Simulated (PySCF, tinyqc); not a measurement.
Inside a calculation. Method: CIS on RHF in the sto-6g basis, for H3+, spin multiplicity 1. The lowest restricted solution is unstable here: a spin-polarised one lies 0.0121 hartree lower (PySCF). Computed by tinyqc, a small Python program that keeps every step (integrals from PySCF). Settings: charge = 1, multiplicity = 1, basis = sto-6g, method = RHF, energy threshold = 1e-10, iteration cap = 85, orthogonalisation = symmetric, start = core, DIIS depth = 6. Command: `OMP_NUM_THREADS=1 python tinyqc.py 26725 26726 out.jsonl` (the two numbers bound the seeds that draw the settings). One thread of a shared host (Intel(R) Xeon(R) Processor @ 2.60GHz), about 0.04 s of CPU time with the checks. The early iterations of the SCF are left out here.

## One-electron integrals

Geometry (angstrom):
```
atom         x         y          z
H     0.000000  0.000000   0.000000
H     0.000000  0.000000   1.260000
H     0.000000  0.476000  -1.166000
```

Basis sto-6g: exponents (1/bohr^2) and contraction coefficients of normalised primitives:
```
element  l (shell)   exponent  coefficient
H            s (1)  35.523221     0.009164
H            s (1)   6.513144     0.049361
H            s (1)   1.822143     0.168538
H            s (1)   0.625955     0.370563
H            s (1)   0.243077     0.416492
H            s (1)   0.100112     0.130334
```

Overlap, kinetic and nuclear-attraction integrals over the contracted functions; the nuclear repulsion is the sum of Za Zb / Rab.

nuclear repulsion = 1.05420438 hartree

overlap S, lower triangle:
```
          1H 1s     2H 1s     3H 1s
1H 1s  1.000000
2H 1s  0.358056  1.000000
3H 1s  0.358334  0.054808  1.000000
```

kinetic energy T (hartree), lower triangle:
```
          1H 1s      2H 1s     3H 1s
1H 1s  0.768522
2H 1s  0.041968   0.768522
3H 1s  0.042079  -0.010306  0.768522
```

nuclear attraction V (hartree), lower triangle:
```
           1H 1s      2H 1s      3H 1s
1H 1s  -2.070653
2H 1s  -0.615620  -1.869049
3H 1s  -0.616204  -0.085599  -1.869230
```

core Hamiltonian H = T + V (hartree), lower triangle:
```
           1H 1s      2H 1s      3H 1s
1H 1s  -1.302131
2H 1s  -0.573652  -1.100527
3H 1s  -0.574125  -0.095904  -1.100708
```

## Two-electron integrals

Functions are numbered as in S; the eight-fold symmetry (ij|kl) = (ji|kl) = (kl|ij) leaves the list below.

Two-electron integrals (ij|kl) in chemists' order, unique and non-zero (hartree):
```
(11|11) 0.774999   (21|11) 0.206041   (21|21) 0.076955   (22|11) 0.401795
(22|21) 0.206041   (22|22) 0.774999   (31|11) 0.206237   (31|21) 0.052151
(31|22) 0.102971   (31|31) 0.077085   (32|11) 0.029375   (32|21) 0.009385
(32|22) 0.022574   (32|31) 0.009392   (32|32) 0.001389   (33|11) 0.401947
(33|21) 0.102908   (33|22) 0.213914   (33|31) 0.206237   (33|32) 0.022574
(33|33) 0.774999
```

## Orthogonalisation

S = U s U^T; symmetric (Loewdin) form X = U s^(-1/2) U^T, so that X^T S X = 1.

eigenvalues of S: 0.520099  0.945192  1.534709

X, lower triangle:
```
           1H 1s     2H 1s     3H 1s
1H 1s   1.112564
2H 1s  -0.204466  1.054879
3H 1s  -0.204639  0.026340  1.054971
```

## Iteration 5 (converged): orbitals

converged F (hartree), lower triangle:
```
           1H 1s      2H 1s      3H 1s
1H 1s  -0.618097
2H 1s  -0.461660  -0.471011
3H 1s  -0.461972  -0.152586  -0.471060
```

Diagonalise F' = X^T F X, C = X C', fill 1 alpha and 1 beta electrons from the bottom; D = 2 C_occ C_occ^T. Each column has its largest component positive (the first on a tie).

F' = X^T F X (hartree), lower triangle:
```
           1          2          3
1  -0.396871
2  -0.315486  -0.354649
3  -0.315725  -0.017669  -0.354519
```

orbital energies (hartree): MO1 -0.831064, MO2 -0.336916, MO3 0.061941

coefficients C:
```
            MO1        MO2        MO3
1H 1s  0.595758  -0.000193   0.983135
2H 1s  0.386436   0.727631  -0.690283
3H 1s  0.386580  -0.727007  -0.691050
```

D after iteration 5, lower triangle:
```
          1H 1s     2H 1s     3H 1s
1H 1s  0.709856
2H 1s  0.460445  0.298665
3H 1s  0.460617  0.298777  0.298888
```

## Convergence

Stop when the energy changes by less than 1e-10 hartree and every element of the error matrix X^T (F D S - S D F) X is below 3e-06.

Course of the cycle:
```
iteration  E (hartree)     change  largest element of the error matrix
1          -1.08124848          -                             1.82e-01
2          -1.12467254  -4.34e-02                             1.86e-02
3          -1.12510217  -4.30e-04                             7.61e-05
4          -1.12510217  -6.84e-09                             7.67e-06
5          -1.12510217  -7.05e-11                             2.52e-10
```

PySCF RHF in the same basis = -1.12510217 hartree

Converged in 5 iterations.

## Integrals over molecular orbitals

(pq|rs) = sum C_ip C_jq C_kr C_ls (ij|kl), one index at a time.

one-electron integrals over orbitals h = C^T H C (hartree), lower triangle:
```
           1          2          3
1  -1.348242
2   0.000094  -1.062973
3  -0.087721  -0.000056  -0.841387
```

Two-electron integrals over orbitals (pq|rs), unique and non-zero (hartree):
```
(11|11) 0.517178    (21|11) -0.000094   (21|21) 0.148301    (22|11) 0.437179
(22|21) 0.000170    (22|22) 0.504482    (31|11) 0.087721    (31|21) 0.000029
(31|22) -0.057354   (31|31) 0.146441    (32|11) 0.000043    (32|21) -0.146492
(32|22) -0.000161   (32|31) -0.000102   (32|32) 0.160325    (33|11) 0.524885
(33|21) -0.000164   (33|22) 0.461498    (33|31) 0.080053    (33|32) 0.000128
(33|33) 0.556337
```

## CIS matrix, singlets

A(ia,jb) = (e_a - e_i) d_ij d_ab + 2 (ia|jb) - (ij|ab).

CIS matrix A, singlet (hartree):
```
          1>2       1>3
1>2  0.353571  0.000016
1>3  0.000016  0.661003
```

## CIS singlet states

dipole integrals <i|r|a> (bohr):
```
            x          y          z
1>2  0.000000  -0.322610   1.644549
1>3  0.000000  -0.258560  -0.049972
```

Diagonalise A (1 hartree = 27.211386 eV); each vector has its largest component positive (the first on a tie). The transition dipole is mu = sqrt2 sum c_ia <i|r|a>.

singlet excitation energies (eV): 9.621158  17.986804

lowest vectors:
```
       state 1   state 2
1>2   1.000000  0.000052
1>3  -0.000052  1.000000
```

oscillator strengths 2/3 w |mu|^2: 1.324062  0.061121

## CIS matrix, triplets

A(ia,jb) = (e_a - e_i) d_ij d_ab - (ij|ab).

CIS matrix A, triplet (hartree):
```
           1>2        1>3
1>2   0.056969  -0.000043
1>3  -0.000043   0.368121
```

## CIS triplet states

Diagonalise A (1 hartree = 27.211386 eV); each vector has its largest component positive (the first on a tie).

triplet excitation energies (eV): 1.550219  10.017074

lowest vectors:
```
      state 1    state 2
1>2  1.000000  -0.000137
1>3  0.000137   1.000000
```
